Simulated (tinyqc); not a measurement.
From results back to parameters: one-oscillator model of a band gap. Three cases, with inputs chosen for the exercise.

Problem. A gap follows E(T) = E0 - s1 t1/(exp(t1/T) - 1) with the zero-point term ZP = s1 t1/2, which scales as M^(-1/2). The shift of E0 on going from M to M + dM and the limiting slope at high T are given.

Case 1.

Values chosen (out of a larger set: near those of Ge; not measured data): M = 72.72 u (mean atomic mass); dM = -4.07 u (change of the mean mass (not bounded by the natural isotopes)).

shift of E0 = -1.664746 meV
limiting slope s1 = 0.407 meV/K

Case 2.

Values chosen (out of a larger set: near those of AlN; not measured data): M = 20.52 u (mean atomic mass); dM = -1.63 u (change of the mean mass (not bounded by the natural isotopes)).

shift of E0 = -13.703012 meV
limiting slope s1 = 0.749 meV/K

Case 3.

Values chosen (out of a larger set: near those of Si; not measured data): M = 28.08 u (mean atomic mass); dM = 1.5 u (change of the mean mass (not bounded by the natural isotopes)).

shift of E0 = 1.410354 meV
limiting slope s1 = 0.323 meV/K

Find: sqrt(M/(M + dM)); ZP; t1.

Solution. The shift is ZP (1 - sqrt(M/(M + dM))); then t1 = 2 ZP/s1.

Case 1.

sqrt(M/(M + dM)) = 1.029216
ZP = 56.98 meV
t1 = 280 K

Case 2.

sqrt(M/(M + dM)) = 1.042252
ZP = 324.32 meV
t1 = 866 K

Case 3.

sqrt(M/(M + dM)) = 0.974315
ZP = 54.91 meV
t1 = 340 K

Computed by tinyqc, one run a case: `OMP_NUM_THREADS=1 python tinyqc.py N N+1 out.jsonl` with N = 1880619, 1880666, 1880711; one thread of a shared Intel(R) Xeon(R) Processor @ 2.30GHz, about 0.01 s a run at most.
